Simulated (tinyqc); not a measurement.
# Worked calculation: charge stability of a double quantum dot, constant-interaction model with a charge sensor

Computed by the program tinyqc: `OMP_NUM_THREADS=1 python tinyqc.py 2470122 2470123 out.jsonl`, one thread of a shared Intel Xeon 2.30GHz, about 0.01 s for the whole run. Printed values are rounded.

Capacitance matrix C = [[C1, -Cm], [-Cm, C2]], C1 = G1 + X1 + Cm + L1, C2 = G2 + X2 + Cm + L2. Gate charges n1 = (G1 V1 + X1 V2)/q, n2 = (X2 V1 + G2 V2)/q. The state (N1, N2) has U = (1/2) d^T E d with d = (N1 - n1, N2 - n2) and E = q^2 C^(-1). Leads at 0 V; no tunnel coupling, spin or level spacing. The sensor reads s1 <N1> + s2 <N2>.

Values chosen for this exercise:
```
symbol  value  unit                    meaning
G1        2.9    aF            gate 1 to dot 1
G2        2.6    aF            gate 2 to dot 2
X1       0.54    aF            gate 2 to dot 1
X2       0.19    aF            gate 1 to dot 2
Cm        2.7    aF           between the dots
L1         10    aF  dot 1 to leads and ground
L2         13    aF  dot 2 to leads and ground
s1       0.84           sensor weight of dot 1
s2       0.11           sensor weight of dot 2
T         1.2     K                temperature
V1       58.2    mV          voltage of gate 1
V2       28.6    mV          voltage of gate 2
```

Constants: q = 1.602176634e-19 C, kB = 1.380649e-23 J/K, Vt = kB T/q. Results are converted to the units shown.

## Charging energies and lever arms

E = q^2 C^(-1) holds EC1, EC2 on the diagonal and ECm off it; the lever arms are A = C^(-1) [[G1, X1], [X2, G2]] (row: dot, column: gate).

C (aF):
```
       1      2
1  16.14   -2.7
2   -2.7  18.49
```

E (meV):
```
         1       2
1  10.1753  1.4858
2   1.4858  8.8821
```

lever arms (eV/V):
```
          1         2
1  0.185939  0.058407
2  0.037428  0.149145
```

gate charges: n1 1.14984, n2 0.53314

ECm is 15.6 % of the geometric mean of EC1 and EC2.

## Energies and occupation of the charge states

U for N1, N2 = 0, 1, 2; p is proportional to exp(-U/kB T), normalised over these nine states.

```
state  U (meV)         p
(0,0)   8.8997  0.000000
(0,1)   6.8968  0.000000
(0,2)  13.7761  0.000000
(1,0)   1.4952  0.006698
(1,1)   0.9783  0.993302
(1,2)   9.3434  0.000000
(2,0)   4.2661  0.000000
(2,1)   5.2350  0.000000
(2,2)  15.0859  0.000000
```

mean charges: <N1> 1.00000, <N2> 0.99330
sensor signal = 0.949263

The ground state is (1,1), 0.517 meV (5.00 kB T) below (1,0).

## Triple points

The states (0,0), (1,0), (0,1) meet where E n = (EC1/2, EC2/2), and (1,1), (1,0), (0,1) where E n = (EC1/2 + ECm, EC2/2 + ECm); the gate voltages follow from n.

gate charges:
```
                      n1        n2
electron point  0.437679  0.426782
hole point      0.562321  0.573218
```

gate voltages (mV):
```
                     V1       V2
electron point  19.5496  24.8706
hole point      24.8273  33.5086
```

distance between the points = 10.1227 mV

The line between the two points is the (1,0)-(0,1) transition, where an electron moves from dot to dot.
